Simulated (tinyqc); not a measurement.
Inside a calculation. Model: AlGaN/GaN HEMT with access regions, lumped model.

Computed by the program tinyqc: `OMP_NUM_THREADS=1 python tinyqc.py 2570034 2570035 out.jsonl`, one thread of a shared Intel Xeon 2.30GHz, about 0.01 s for the whole run. Printed values are rounded.

A polarisation-induced electron sheet under a Schottky gate, in series with two ungated access regions and contacts. Drift law v = mu E/(1 + mu E/vs) under the gate. Currents in mA/mm, resistances in ohm mm. No self-heating, no channel-length modulation; fits for polarisation, barrier and offset are chosen for the exercise.

Parameters, values chosen for the exercise; values close to those of AlGaN/GaN structures:
- x = 0.19 (aluminium share of the barrier)
- d = 20 nm (barrier thickness)
- eps_r = 9 (relative permittivity of barrier and channel)
- mu = 1100 cm^2/(V s) (channel mobility)
- vs = 1.2e7 cm/s (saturation velocity)
- Lg = 1.5 um (gate length)
- Ls = 2 um (source access length)
- Ld = 16 um (drain access length)
- Rc = 0.22 ohm mm (resistance of each contact)
- ft = 0.47 (share of the drain-access electrons removed by traps)
- Vg = 0 V (gate voltage)
- Ec = 2.6 MV/cm (critical field)
- te = 0.24 um (depth over which the depleted charge spreads)
- tf = 500 nm (insulator under the field plate)
- ei = 7.5 (relative permittivity of that insulator)

Constants: q = 1.602176634e-19 C, eps0 = 8.8541878128e-14 F/cm where lengths are in cm. Results are converted to the units shown.

## Polarisation charge, threshold and sheet resistance

sigma = (5e13 x + 1.6e13 x^2) cm^-2, phiB = 0.84 + 1.3 x, dEc = 0.7 (1.71 x + x^2) in volts, Cb = eps0 eps_r/d, VT = phiB - dEc - q sigma/Cb, access density n0 = -Cb VT/q. Rsh = 1/(q mu n0); largest access current q n0 vs.

sigma = 1.00776e13 cm^-2
Cb = 0.398438 uF/cm^2
VT = -3.21804 V
n0 = 8.00282e12 cm^-2
Rsh = 709.013 ohm
q n0 vs = 1538.63 mA/mm

## On-resistance and breakdown

sigma = (5e13 x + 1.6e13 x^2) cm^-2, phiB = 0.84 + 1.3 x, dEc = 0.7 (1.71 x + x^2) in volts, Cb = eps0 eps_r/d, VT = phiB - dEc - q sigma/Cb, access density n0 = -Cb VT/q. Ron = 2 Rc + Ls/(q mu n0) + Ld/(q mu (1 - ft) n0) + Lg/(mu Cb (Vg - VT)). Off state: a depleted stretch that holds the voltage V has the peak field sqrt(k V), k = 2 q n0/(eps0 eps_r te), so one edge holds V1 = Ec^2/k. The sheet under the plate pinches off at Vf = q n0 (1/Cb + tf/(eps0 ei)); beyond it the gate edge is screened. BV = V1 if Vf >= V1, else Vf + V1, and at most Ec Ld. Specific resistance Ron (Ls + Lg + Ld); figure of merit BV^2 over it.

Ron = 24.3257 ohm mm
Vf = 99.7594 V
V1 = 50.4157 V
BV = 50.4157 V
specific resistance = 4.74351 mohm cm^2
figure of merit = 0.535836 MW/cm^2

The plate pinches off too late to screen the gate edge, so it adds nothing.
